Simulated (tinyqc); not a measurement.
Double-gate transistor, scale length and short-channel effects: one step of the calculation.

A body of thickness ts between two insulators of thickness ti and two tied gates. Below threshold the potential that source and drain add obeys Laplace's equation and vanishes on the gate. Its lowest mode decays along the channel as exp(-k y); k is the smallest positive root of the matching condition at the interface, and the scale length is Lambda = pi/k.

Question. Scale length against simple estimates. Lambda = pi/k and l = 1/k. A parabolic potential across the structure gives l(parabolic) = sqrt((eps_r/(2 ei)) ts ti (1 + ei ts/(4 eps_r ti))).

Inputs (values chosen for the exercise); permittivities: semiconductor made up, insulator close to that of silicon dioxide:
- eps_r = 15.5 (relative permittivity of the semiconductor)
- ei = 3.99 (relative permittivity of the insulator)
- ti = 2.5 nm (insulator thickness)
- ts = 3.1 nm (body thickness)

k = 0.23636944 1/nm

Wanted: Lambda; l; l(parabolic).

Answer.

Lambda = 13.291 nm
l = 4.2307 nm
l(parabolic) = 4.0317 nm

Computed by the program tinyqc: `OMP_NUM_THREADS=1 python tinyqc.py 2420163 2420164 out.jsonl`, one thread of a shared Intel Xeon 2.30GHz, about 0.01 s for the whole run.
